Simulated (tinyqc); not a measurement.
Current crowding under a contact, resistor ladder against the transmission-line model: one step of the calculation.

A metal contact of length d and width W on a thin layer of the same width. The metal has no resistance, the sheet resistance under it equals Rsh, and current enters the layer at the front edge x = 0.

Question. The transmission-line result. Transfer length Lt = sqrt(rc/Rsh); front resistance Rc = (Rsh Lt/W) coth(d/Lt); end resistance Re = (Rsh Lt/W)/sinh(d/Lt). v(x) = I (Rsh Lt/W) cosh((d - x)/Lt)/sinh(d/Lt) at the cell centres x = (i - 1/2) d/n.

Values chosen for this exercise: sheet resistance of the semiconductor layer Rsh = 230 ohm/sq; specific contact resistivity rc = 4.9e-9 ohm cm^2; contact length d = 0.069 um; contact width W = 6 um; cells n = 6; current I = 1 mA.

Give: Lt; Rc; Re; v(x).

Answer.

Lt = 0.04616 um
Rc = 1.957 ohm
Re = 0.8356 ohm
v(x), cell 1 to 6 (mV): [1.751, 1.418, 1.174, 1.003, 0.895, 0.842]

The ladder's Rc is 0.85 % above this value, with cells 0.25 Lt long.

tinyqc, about 0.01 s, one thread, Intel Xeon 2.30GHz (shared host): `OMP_NUM_THREADS=1 python tinyqc.py 2760055 2760056 out.jsonl`
